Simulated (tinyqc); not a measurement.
p-type polysilicon, carrier trapping at grain boundaries: two steps of the calculation.

One-dimensional grains of size Lg, uniform ionised doping N, monovalent traps Qt at each boundary at a depth Et below (for electrons) or above (for holes) the band edge there, abrupt depletion of width W on each side of a boundary, Boltzmann statistics. xi is the distance from the band edge at the grain centre to the Fermi level. Trapped charge Qt/(1 + exp((xi + VB - Et)/Vt)) = 2 N W, barrier VB = q N W^2/(2 eps0 eps_r).

Inputs (values chosen for the exercise); values of the order met in polycrystalline silicon: temperature T = 250 K; relative permittivity eps_r = 11.7; valence-band density of states at T NB = 2.02e19 cm^-3; grain size Lg = 33 nm; trap density of a grain boundary Qt = 1.2e12 cm^-2; depth of the trap level from the majority band edge at the boundary Et = 0.35 eV; mass for thermionic emission ms = 0.46 m0; correction factor of the emission rate fe = 0.25; mobility inside the grains mug = 160 cm^2/(V s); doping N = 1.5e18 cm^-3.

Constants: q = 1.602176634e-19 C, kB = 1.380649e-23 J/K, m0 = 9.1093837015e-31 kg, Vt = kB T/q, eps0 = 8.8541878128e-14 F/cm where lengths are in cm. Results are converted to the units shown.

Problem 1. New W. Partly depleted grain, xi = Vt ln(NB/N): f = 1/(1 + exp((xi + VB - Et)/Vt)), g = Qt f - 2 N W, g' = -2 Qt f (1 - f) VB/(W Vt) - 2 N, W(new) = W - g/g'.

W at the start = 2.4 nm

Give: VB; f; g; g'; W after iteration 1.

Solution 1.

VB = 0.0066813 V
f = 1.0000
g = 4.8000e11 cm^-2
g' = -3.0000e11 cm^-2/nm
W after iteration 1 = 4.0000 nm

Problem 2. Resistivity and effective mobility. n0 = NB exp(-xi/Vt); mean density n0 (1 - 2 W/Lg) by charge balance in a partly depleted grain, and n0 (sqrt(pi)/2) erf(u)/u with u = sqrt(VB/Vt) in a fully depleted one; v = sqrt(kB T/(2 pi ms m0)); barrier resistivity Vt exp(VB/Vt)/(q fe n0 v Lg); grain resistivity (1 - 2 W/Lg)/(q n0 mug); effective mobility 1/(q mean density total resistivity).

W = 3.9999888 nm
xi = 0.056017352 V
VB = 0.018559002 V

Give: n0; mean density; v; barrier resistivity; grain resistivity; resistivity; effective mobility.

Solution 2.

n0 = 1.500e18 cm^-3
mean density = 1.136e18 cm^-3
v = 3.621e6 cm/s
barrier resistivity = 0.07102 ohm cm
grain resistivity = 0.01970 ohm cm
resistivity = 0.09072 ohm cm
effective mobility = 60.54 cm^2/(V s)

The resistivity is 3.49 times that of a single crystal with the same N and mobility mug, and the mean density is 75.8 % of N.

Computed by the program tinyqc: `OMP_NUM_THREADS=1 python tinyqc.py 2830238 2830239 out.jsonl`, one thread of a shared Intel Xeon 2.30GHz, about 0.01 s for the whole run.
